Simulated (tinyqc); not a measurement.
From results back to parameters: Koster-Slater impurity in an sp3s* host.

Problem. In the Koster-Slater model a defect shifts the s level of its site by Vs and the p levels by Vp; an A1 level solves 1/Vs = G_s(E) and a T2 level 1/Vp = G_p(E), E from the top of the valence band. A defect has an A1 level at E = 1.0117 eV, one of the energies of the table, and a T2 level at 0.1445 eV.

G(E) of the host (1/eV):

| E (eV) | G_s | G_p |
|---|---|---|
| 0.0000 | -0.0720777 | 0.1012808 |
| 0.1445 | -0.0846791 | 0.0640711 |
| 0.2891 | -0.0991047 | 0.0368036 |
| 0.4336 | -0.1160411 | 0.0125262 |
| 0.5781 | -0.1365448 | -0.0113659 |
| 0.7227 | -0.1624009 | -0.0369457 |
| 0.8672 | -0.1970500 | -0.0671301 |
| 1.0117 | -0.2488307 | -0.1085327 |
| 1.1563 | -0.3564879 | -0.1952888 |

Find: Vs, Vp.

Solution. Read G_s and G_p at the two energies and invert them. Vs is attractive and pulls its level down from the conduction bands. Vp is repulsive and pushes its level up from the valence bands.

Vs, Vp (eV): -4.0  15.6

tinyqc: `OMP_NUM_THREADS=1 python tinyqc.py 1451566 1451567 out.jsonl`; about 0.05 s, one thread, shared Intel(R) Xeon(R) Processor @ 2.30GHz.
